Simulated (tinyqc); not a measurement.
Inside a calculation. Model: random telegraph noise from one oxide trap in a small MOSFET.

Computed by the program tinyqc: `OMP_NUM_THREADS=1 python tinyqc.py 2710058 2710059 out.jsonl`, one thread of a shared Intel Xeon 2.30GHz, about 0.01 s for the whole run. Printed values are rounded.

An acceptor-like trap exchanges electrons with the channel. Inversion charge Q = Cox u, u = n Vt W0(exp((Vg - VT)/(n Vt))), W0 the Lambert function, n = nf, Cox = eps0 eox/tox; linear regime Id = (W/L) mu Q Vd. Relative to threshold the surface potential rises by Vt ln(u/u0) and the oxide voltage by the rest of Vg - VT, with u0 = n Vt W0(1).

Parameters, values chosen for the exercise; values of the order met in silicon transistors:
```
symbol  value        unit                                                                 meaning
T         200           K                                                             temperature
eox       3.9              relative permittivity of the gate insulator (close to silicon dioxide)
tox       2.7          nm                                                     insulator thickness
xt        1.2          nm                            depth of the trap from the channel interface
E0        0.1          eV                   trap level above the channel Fermi level at threshold
s0      6e-15        cm^2                                                       capture prefactor
EB       0.36          eV                                    capture barrier (lattice relaxation)
lt        0.2          nm                                                 tunnelling decay length
vth     2.1e7        cm/s                                                        thermal velocity
zi        2.3          nm                                        thickness of the inversion layer
VT       0.28           V                                                       threshold voltage
nf       1.29                                                                         body factor
W          70          nm                                                              gate width
L          21          nm                                                             gate length
mu        160  cm^2/(V s)                                                                mobility
asc         0         V s                              scattering coefficient of the charged trap
Vd        0.1           V                                                           drain voltage
Vg       0.47           V                                                            gate voltage
```

Constants: q = 1.602176634e-19 C, kB = 1.380649e-23 J/K, Vt = kB T/q, eps0 = 8.8541878128e-14 F/cm where lengths are in cm. Results are converted to the units shown.

Range of the model: VT is taken as given; short-channel effects and the uneven flow of current among few electrons are left out.

## Trap level, time constants and occupancy

N = Cox u/q; dpsi = Vt ln(u/u0); E = E0 - dpsi - (xt/tox)(Vg - VT - dpsi); capture time tc = 1/[(N/zi) vth s0 exp(-xt/lt - EB/Vt)]; emission time te = tc exp(-E/Vt); occupancy te/(tc + te).

u = 0.147874 V
N = 1.18040e12 cm^-2
dpsi = 0.0424306 V
E = -0.00801703 eV
tc = 0.735690 s
te = 1.17143 s
occupancy = 0.614240

The trap lies 0.47 Vt below the Fermi level, so it is filled most of the time.

## Step height

A = W L; threshold step dV = q (1 - xt/tox)/(Cox A); gm/Id = 1/(u + n Vt); relative step dI/I = (gm/Id) dV + asc mu/A. Id as defined.

electrons in the channel N A = 17.3519
dV = 4.73447 mV
gm/Id = 5.87868 1/V
number part of dI/I = 2.78324 %
dI/I = 2.78324 %
Id = 10.0865 uA
dI = 280.730 nA

## Lorentzian spectrum

Spectrum S(f) = 4 dI^2/{(tc + te)[(1/tc + 1/te)^2 + (2 pi f)^2]}; corner fc = (1/tc + 1/te)/(2 pi); variance dI^2 tc te/(tc + te)^2. Give S at f = 0, at fc and at 10 fc.

fc = 0.352198 Hz
S(0) = 3.37542e-14 A^2/Hz
S(fc) = 1.68771e-14 A^2/Hz
S(10 fc) = 3.34200e-16 A^2/Hz
rms current = 136.652 nA

The rms value is 0.487 of the step; it reaches its largest share, 1/2, when tc = te.
